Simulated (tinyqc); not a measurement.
Tail absorption against field: Franz-Keldysh effect at a direct gap.

Parabolic bands, vertical transitions, no excitons. For each hole band j: mr = me mj/(me + mj); joint density of states J_j(E) = (mr/c)^(3/2) sqrt(E - Eg)/(2 pi^2), both spins, c = hbar^2/2m0; averaged matrix element |e.p|^2 = m0 Ep/6; alpha_j(E) = 4 pi^2 alpha_f c Ep J_j/(3 nr E) in 1/angstrom (alpha_f the fine-structure constant, listed as alpha among the constants), times 1e8 for 1/cm.

In a field Fd (1 kV/cm = 1e-5 V/angstrom) the electro-optic energy of band j is th = (c (e Fd)^2/mr)^(1/3), and sqrt(E - Eg) in J_j is replaced by pi sqrt(th) [Ai'(b)^2 - b Ai(b)^2] with b = (Eg - E)/th; Ai is the Airy function.

Constants: hbar^2/2m0 = 3.80998211 eV angstrom^2; fine-structure constant alpha = 0.007297352564.

Parameters, chosen for this exercise (near those of GaAs; shifted at random, so the results belong to these values and not to a real crystal):
```
symbol  value   unit  meaning
Eg      1.422   eV    direct gap
me      0.0675  m0    electron mass
mhh     0.501   m0    heavy-hole mass
mlh     0.0797  m0    light-hole mass
Ep      24.7    eV    Kane energy
nr      3.53          refractive index
det     25      meV   detuning below the gap
```

At E = Eg - det; the field takes the values listed. The last column is the length for 10 dB of loss.

Results:
```
Fd (kV/cm)  th heavy (meV)  b heavy  alpha (1/cm)  length (micrometre)
10                    8.62    2.900         0.309             7.45e+04
20                   13.68    1.827          9.60             2.40e+03
40                   21.72    1.151          72.0                  320
100                  40.01    0.625           334                 68.9
150                  52.43    0.477           525                 43.8
250                  73.70    0.339           827                 27.9
400                 100.82    0.248      1.16e+03                 19.9
```

Give the missing row, Fd (kV/cm) = 60.

Computed row:
```
Fd (kV/cm)  th heavy (meV)  b heavy  alpha (1/cm)  length (micrometre)
60                   28.46    0.878           159                  145
```

alpha grows by 2.7 decades from 10 to 60 kV/cm and by a factor 1.40 over the last step, where the field grows by 1.6: the exponent (4/3) b^(3/2) goes as 1/Fd, so the gain is steep only while b > 1 (deep in the tail the light-hole pair, with its smaller b, carries most of it), that is up to 40 kV/cm of those listed. Values below about 10 1/cm lie under the Urbach and exciton tails of a real crystal, left out here.

(tinyqc, `OMP_NUM_THREADS=1 python tinyqc.py 1682225 1682226 out.jsonl`, Intel(R) Xeon(R) Processor @ 2.30GHz, 1 thread, shared host, about 0.01 s.)
